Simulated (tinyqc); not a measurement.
From results back to parameters: Fermi-Dirac statistics of conduction electrons. Three cases, with inputs chosen for the exercise.

Problem. At zero temperature k_F = (3 pi^2 n)^(1/3) and E_F (1 + alpha E_F) = c k_F^2/m, c = hbar^2/2m0, m the density-of-states mass. The Fermi energies at two densities were computed from hidden m and alpha.

Constants: hbar^2/2m0 = 3.80998211 eV angstrom^2.

Case 1.

Values chosen (out of a larger set: near those of Si, lowest valleys alone; not measured data): nA = 3e+20 1/cm^3; nB = 1e+21 1/cm^3.

E_F at nA = 0.144745 eV
E_F at nB = 0.301388 eV

Case 2.

Values chosen (out of a larger set: near those of Si, lowest valleys alone; not measured data): nA = 6e+19 1/cm^3; nB = 2e+20 1/cm^3.

E_F at nA = 0.049887 eV
E_F at nB = 0.108406 eV

Case 3.

Values chosen (out of a larger set: near those of GaN, lowest valleys alone; not measured data): nA = 3e+19 1/cm^3; nB = 1e+20 1/cm^3.

E_F at nA = 0.174742 eV
E_F at nB = 0.376011 eV

Find: k_F at nA and nB; m; alpha.

Solution. c k^2 (1/m) - E^2 alpha = E is linear in 1/m and alpha; two densities give two equations.

Case 1.

k_F at nA and nB (1/angstrom): 0.20710  0.30937

m = 1.05 m0
alpha = 0.49 1/eV

Case 2.

k_F at nA and nB (1/angstrom): 0.12111  0.18092

m = 1.09 m0
alpha = 0.47 1/eV

Case 3.

k_F at nA and nB (1/angstrom): 0.09613  0.14360

m = 0.195 m0
alpha = 0.19 1/eV

Computed by tinyqc, one run a case: `OMP_NUM_THREADS=1 python tinyqc.py N N+1 out.jsonl` with N = 1652096, 1652119, 1652209; one thread of a shared Intel(R) Xeon(R) Processor @ 2.30GHz, about 0.01 s a run at most.
